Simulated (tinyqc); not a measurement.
Dimension: statistics of electrons in three, two and one dimensions.

One band edge at E = 0, lambda = sqrt(4 pi c/(m1 kT)) with c = hbar^2/2m0. Densities with spin: n3 = (2/lambda^3) F_1/2(eta), n2 = (2/lambda^2) F_0(eta) with F_0 = ln(1 + exp(eta)), n1 = (2/lambda) F_-1/2(eta). F_j(eta) = (1/Gamma(j + 1)) integral_0^infinity x^j dx/(1 + exp(x - eta)), which tends to exp(eta) for eta << 0.

Constants: hbar^2/2m0 = 3.80998211 eV angstrom^2; kB = 8.617333262e-05 eV/K.

Values chosen for the exercise (out of a larger set: near those of Si, lowest valleys alone; not measured data): m1 = 0.195 m0 (mass of one isotropic band with spin); T = 400 K; L = 100 angstrom (confinement length used to compare densities).

The last two columns turn the sheet and line densities into volume densities, n2/L and n1/L^2, over n3.

Densities:
```
eta  n3 (1/cm^3)  n2 (1/cm^2)  n1 (1/cm)  (n2/L)/n3  (n1/L^2)/n3
-4      6.05e+16     5.10e+10   4.28e+04      0.842        0.708
-2      4.30e+17     3.56e+11   2.93e+05      0.829        0.681
-1      1.09e+18     8.80e+11   6.97e+05      0.807        0.639
0       2.55e+18     1.95e+12   1.43e+06      0.765        0.563
1       5.24e+18     3.69e+12   2.43e+06      0.703        0.464
2       9.39e+18     5.97e+12   3.47e+06      0.636        0.369
4       2.17e+19     1.13e+13   5.18e+06      0.521        0.239
8       5.77e+19     2.25e+13   7.51e+06      0.389        0.130
```

lambda = 84.4 angstrom

Far below the edge all three follow exp(eta), and the ratios tend to lambda/L = 0.844 and its square. From eta = 4 to 8 the densities grow by 2.67, 1.99 and 1.45, near the powers 2^(3/2), 2 and 2^(1/2) that the densities of states E^(1/2), E^0 and E^(-1/2) give. L exceeds lambda here, so higher subbands would fill too and one subband undercounts.

Run: tinyqc, `OMP_NUM_THREADS=1 python tinyqc.py 1652494 1652495 out.jsonl`; Intel(R) Xeon(R) Processor @ 2.30GHz, one thread, shared host; about 0.01 s of CPU time with all checks.
